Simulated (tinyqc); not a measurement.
## Single-junction solar cell, detailed-balance limit: effect of the cell temperature

Every photon above the gap Eg makes one pair and none below is absorbed; carriers thermalise at T and move without loss. Jsc = q fs X Phi(Eg, Ts); the dark current is J0 = q ge Phi(Eg, T)/ERE with the Boltzmann factor exp(V/Vt). The efficiency is the electrical power over fs X sigma Ts^4.

Photon flux above E from a black body at temperature T into a hemisphere: Phi(E, T) = A sum_k exp(-k E/th)[E^2 th/k + 2 E th^2/k^2 + 2 th^3/k^3], k = 1, 2, ..., with th = kB T/q in eV and A = 2 pi q^3/(h^3 c^2). J(V) = Jsc - J0 (exp(V/Vt) - 1); Voc = Vt ln(1 + Jsc/J0); at maximum power v = Vmp/Vt solves (1 + v) exp(v) = 1 + Jsc/J0. Pin = fs X sigma Ts^4, sigma = 2 pi^5 kB^4/(15 h^3 c^2). FF = Vmp Jmp/(Voc Jsc).

Inputs (values chosen for the exercise): temperature of the black-body sun Ts = 5800 K; share of the hemisphere filled by the sun fs = 2.16e-5; concentration X = 1000; external radiative efficiency ERE = 0.3; number of faces that emit ge = 2; band gap Eg = 1.6 eV.

Constants: q = 1.602176634e-19 C, kB = 1.380649e-23 J/K, h = 6.62607015e-34 J s, c = 299792458 m/s, Vt = kB T/q. Results are converted to the units shown.

The same in every row: Jsc (mA/cm^2) = 3.293e4.

Effect of the cell temperature:
```
T (K),Voc (V),Eg/q - Voc (V),FF,efficiency (%)
200,1.514,0.08571,0.9383,33.76
240,1.493,0.1067,0.9277,32.91
280,1.472,0.1283,0.9173,32.07
320,1.450,0.1505,0.9071,31.24
360,1.427,0.1731,0.8969,30.41
400,1.404,0.1961,0.8867,29.58
440,1.381,0.2194,0.8766,28.75
480,1.357,0.2432,0.8664,27.93
```

As T goes from 200 to 480 K, Jsc stays at 32900 mA/cm^2, Voc falls from 1.51 to 1.36 V and the efficiency falls from 33.8 to 27.9 %. Voc changes by -0.562 mV/K on average with Eg fixed, and the efficiency by -0.068 % of itself per kelvin. In every row Voc lies within 6 Vt of the gap, where the Boltzmann form of the emission begins to fail. In every row the current passes 20 A/cm^2, where series resistance and heating, left out here, would dominate.

Program tinyqc, `OMP_NUM_THREADS=1 python tinyqc.py 2820106 2820107 out.jsonl`; Intel Xeon 2.30GHz, shared host, one thread, about 0.01 s.
